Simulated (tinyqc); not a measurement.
The 3-omega method: a line heater on a substrate with a thin film: one step, computed by the program tinyqc.

A current at angular frequency omega = 2 pi f heats the line at 2 omega with the amplitude P per length; the temperature swing Delta T at 2 omega gives a voltage at 3 omega. The substrate is taken as semi-infinite and isotropic, and the heat capacity of heater and film is left out.

Question. The film adds a constant step. One-dimensional flow across the film: Delta T_f = P (t/kappa_f + R_i)/(2 b); total in-phase swing Delta T = Delta T_s + Delta T_f; third-harmonic amplitude V_3 = V_1 beta |Delta T|/2 with the out-of-phase part included; the apparent film conductivity is t/(t/kappa_f + R_i).

Inputs (values chosen for the exercise, modelled on polycrystalline aluminium nitride on gallium arsenide): substrate conductivity kappa = 43.8 W/(m K); heater half-width b = 16 micrometre; power amplitude per length P = 54 W/m; film thickness t = 50 nm; film conductivity kappa_f = 27 W/(m K); interface resistance R_i = 6.7 m^2 K/GW; temperature coefficient of resistance beta = 3.5 1e-3/K; voltage amplitude V_1 = 1.8 V.

in-phase Delta T_s = 0.5387147 K

out-of-phase Delta T_s = -0.2657294 K

Give: Delta T_f; total in-phase swing; V_3; apparent film conductivity; film share of the in-phase swing.

Answer.

Delta T_f = 0.01443 K

total in-phase swing = 0.5531 K

V_3 = 1.933 mV

apparent film conductivity = 5.847 W/(m K)

film share of the in-phase swing = 0.02609

The interface lowers the apparent conductivity by 78 %. The film is a small part of the signal: an error of 1 % in Delta T_s becomes 37 % in the film resistance. Caution: the film does not conduct much worse than the substrate, so heat spreads in it and the one-dimensional step is only approximate, and wrong once kappa_f nears or exceeds kappa.
